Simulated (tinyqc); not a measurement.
Precursor delivery by bubblers, mass-transport growth and the solid composition of a III-V alloy: one step, computed by the program tinyqc.

1 sccm = 44.615 micromol/min; 1 torr = 133.322 Pa. The sources decompose fully at the surface.

Question. Mass transport. Mean velocity u = (F_t/A)(760/p)(T/273); D = D0 (T/273)^1.75 (760/p); boundary layer delta = sqrt(pi D z/u); flux = D dp/(delta k_B T); growth rate = flux x a^3/4.

Inputs (values chosen for the exercise, modelled on triethylgallium (source 1) and trimethylindium (source 2) for the vapour pressures):
```
quantity                           value      unit
total flow F_t                       5.2       slm
reactor pressure p                   100      torr
growth temperature T                 910         K
diffusivity at 273 K and 760 torr   0.37    cm^2/s
flow cross-section A                  33      cm^2
distance from the leading edge z      12        cm
lattice constant a                  5.98  angstrom
```

Constants: k_B = 1.380649e-23 J/K.

Give: velocity u; D; boundary layer delta; growth rate per torr of group III.

Answer.

velocity u = 66.53 cm/s

D = 23.12 cm^2/s

boundary layer delta = 3.620 cm

growth rate per torr of group III = 130.5 micrometre/(h torr)

Caution: the boundary layer is a quarter or more of the root of the cross-section, so it fills much of the channel and depletion along the flow matters.
